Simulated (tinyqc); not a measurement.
# Floating body of a partially depleted SOI transistor: body voltage and kink: effects of single changes

Source at 0 V. Channel current Ic = 2 nf K Vt^2 [F(0) - F(Vd)](1 + la Vd), F(V) = ln^2(1 + exp((Vg - VT - nf V)/(2 nf Vt))), VT = VT0 - gb Vb. Saturation voltage Vs = 2 Vt sqrt(F(0)) + 3 Vt, excess Ve = (Vd - Vs + sqrt((Vd - Vs)^2 + 0.0004 V^2))/2, multiplication M1 = Ai Ve exp(-Bl/Ve). Each junction passes D(v) = J1 (exp(v/Vt) - 1) + J2 (exp(v/(2 Vt)) - 1). Bipolar current Ib = bb J1 (exp(Vb/Vt) - 1). The body settles where M1 (Ic + Ib) = D(Vb) + D(Vb - Vd) + Vb/Rb; drain current Id = (1 + M1)(Ic + Ib) - D(Vb - Vd).

Parameters, values chosen for the exercise; values of the order met in partially depleted silicon-on-insulator transistors: temperature T = 398 K; threshold at zero body voltage VT0 = 0.38 V; fall of the threshold per volt of body voltage gb = 0.35; slope factor nf = 1.37; gain factor per width K = 180 uA/(V^2 um); channel-length modulation factor la = 0.09 1/V; impact-ionisation prefactor Ai = 1.06 1/V; impact-ionisation voltage Bl = 6.8 V; diffusion saturation current of each junction J1 = 1.4e-8 uA/um; recombination saturation current of each junction J2 = 2.2e-6 uA/um; gain of the lateral bipolar transistor on the diffusion current bb = 3; resistance of a weak body tie to the source (1e9 stands for no tie, and the term is then dropped) Rb = 7e5 kohm um; gate voltage Vg = 0.92 V; drain voltage Vd = 1.6 V.

Constants: q = 1.602176634e-19 C, kB = 1.380649e-23 J/K, Vt = kB T/q. Results are converted to the units shown.

Each table varies one quantity; the others keep the values above.

## Output curve and kink

Rows with more than one solution for Vb (latch) are left out; dId/dVd by a forward difference over 1e-4 V, swing = 1e-4 V over the change of log10 Id; M1 under 1e-12 is printed as 0.

Output curve and kink:

| Vd (V) | Vb (V) | M1 | Id, floating (uA/um) | Id, grounded (uA/um) | ratio | dId/dVd, floating (uS/um) | dId/dVd, grounded (uS/um) |
|---|---|---|---|---|---|---|---|
| 1.2 | 0.2516 | 1.611e-5 | 28.72 | 21.25 | 1.352 | 57.05 | 1.741 |
| 1.4 | 0.4296 | 1.592e-4 | 35.28 | 21.60 | 1.633 | 20.18 | 1.832 |
| 1.6 | 0.5033 | 9.624e-4 | 38.69 | 21.99 | 1.759 | 15.15 | 2.080 |
| 1.8 | 0.5526 | 0.003537 | 41.63 | 22.45 | 1.854 | 14.78 | 2.534 |
| 2 | 0.5892 | 0.009395 | 44.80 | 23.02 | 1.946 | 17.44 | 3.192 |
| 2.2 | 0.6182 | 0.02008 | 48.82 | 23.74 | 2.056 | 23.32 | 4.025 |

Read the table: what changes, and by how much?

Vb rises from 0.252 to 0.618 V and the ratio of the currents rises from 1.35 to 2.06. The output conductance with a floating body exceeds the grounded value by the largest factor among the rows, 32.8, at Vd = 1.2 V, where Vb = 0.252 V and M1 = 1.61e-5.

## Transfer curve and swing

Same model as above.

Transfer curve and swing:

| Vg (V) | Vb (V) | M1 | Id, floating (uA/um) | Id, grounded (uA/um) | ratio | swing, floating (mV/decade) | swing, grounded (mV/decade) |
|---|---|---|---|---|---|---|---|
| -0.07 | 0.002049 | 0.01687 | 4.931e-5 | 4.859e-5 | 1.015 | 113.3 | 113.8 |
| 0.03 | 0.006045 | 0.01680 | 4.032e-4 | 3.858e-4 | 1.045 | 106.5 | 110.1 |
| 0.13 | 0.05029 | 0.01656 | 0.004425 | 0.003085 | 1.434 | 74.24 | 112.0 |
| 0.23 | 0.4190 | 0.01417 | 0.3157 | 0.02297 | 13.74 | 115.3 | 118.5 |
| 0.33 | 0.4744 | 0.01129 | 1.534 | 0.1438 | 10.66 | 185.3 | 135.2 |
| 0.43 | 0.5012 | 0.008358 | 4.228 | 0.6645 | 6.364 | 278.8 | 171.1 |
| 0.53 | 0.5139 | 0.005881 | 8.500 | 2.126 | 3.997 | 388.9 | 232.4 |
| 0.63 | 0.5184 | 0.003966 | 14.26 | 4.977 | 2.866 | 507.2 | 316.9 |
| 0.73 | 0.5174 | 0.002560 | 21.43 | 9.375 | 2.285 | 629.0 | 416.9 |

Read the table: what changes, and by how much?

Vb rises from 0.00205 to 0.517 V. The smallest swing among the rows is 74.2 mV a decade with a floating body (at Vg = 0.13 V) and 110 with a grounded one; Vt ln 10 = 79.0. The floating swing is smaller by more than 3 % for Vg = 0.03, 0.13 V, where the rising Vb lowers the threshold as Vg rises. In the first row the floating body raises the current by a factor of 1.01.

Range of the model: The multiplication law is an empirical form chosen for the exercise; self-heating and capacitive coupling to the body are left out, and the linear laws are rough once Vb passes about 0.7 V or M1 about 0.1.

Program tinyqc, `OMP_NUM_THREADS=1 python tinyqc.py 2182239 2182240 out.jsonl`; Intel Xeon 2.30GHz, shared host, one thread, about 0.2 s.
